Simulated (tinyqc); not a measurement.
Worked calculation: sp3 tight binding, zinc-blende lattice. One step of it, computed by the program tinyqc.

Task: Levels at k. Diagonalise the Hermitian matrix.

H(k) at k (eV), order a s, a px, a py, a pz, c s, c px, c py, c pz:
```
[[-14.710000, 0.000000, 0.000000, 0.000000, -5.589073+0.642851i, 0.390800-5.293641i, -0.416619+4.965581i, 6.198058-0.333774i],
 [0.000000, -7.730000, 0.000000, 0.000000, -0.390800+5.293641i, 2.155785-0.247957i, 7.876480-0.424160i, -0.529438+6.310251i],
 [0.000000, 0.000000, -7.730000, 0.000000, 0.416619-4.965581i, 7.876480-0.424160i, 2.155785-0.247957i, 0.496627-6.727150i],
 [0.000000, 0.000000, 0.000000, -7.730000, -6.198058+0.333774i, -0.529438+6.310251i, 0.496627-6.727150i, 2.155785-0.247957i],
 [-5.589073-0.642851i, -0.390800-5.293641i, 0.416619+4.965581i, -6.198058-0.333774i, -9.860000, 0.000000, 0.000000, 0.000000],
 [0.390800+5.293641i, 2.155785+0.247957i, 7.876480+0.424160i, -0.529438-6.310251i, 0.000000, -5.190000, 0.000000, 0.000000],
 [-0.416619-4.965581i, 7.876480+0.424160i, 2.155785+0.247957i, 0.496627+6.727150i, 0.000000, 0.000000, -5.190000, 0.000000],
 [6.198058+0.333774i, -0.529438-6.310251i, 0.496627+6.727150i, 2.155785+0.247957i, 0.000000, 0.000000, 0.000000, -5.190000]]
```

Give: eigenvalues; weights |c|^2 of the basis functions.

Result:

eigenvalues (eV): [-23.1833, -19.7002, -18.5385, -16.6021, 0.4074, 3.3020, 3.7087, 7.2761]

weights |c|^2 of the basis functions, order a s, a px, a py, a pz, c s, c px, c py, c pz:
```
[[0.5075, 0.1472, 0.0238, 0.0002, 0.2476, 0.0564, 0.0034, 0.0138],
 [0.0537, 0.1658, 0.0335, 0.2853, 0.0128, 0.1566, 0.1427, 0.1495],
 [0.0508, 0.1768, 0.0365, 0.2771, 0.0090, 0.0219, 0.2745, 0.1533],
 [0.0043, 0.0822, 0.4209, 0.0000, 0.1339, 0.2046, 0.0171, 0.1371],
 [0.1972, 0.0836, 0.2313, 0.0004, 0.3579, 0.1034, 0.0061, 0.0200],
 [0.0924, 0.0214, 0.0847, 0.2217, 0.0205, 0.2011, 0.1836, 0.1746],
 [0.0876, 0.0240, 0.0984, 0.2153, 0.0143, 0.0281, 0.3532, 0.1791],
 [0.0065, 0.2989, 0.0708, 0.0001, 0.2039, 0.2279, 0.0193, 0.1726]]
```
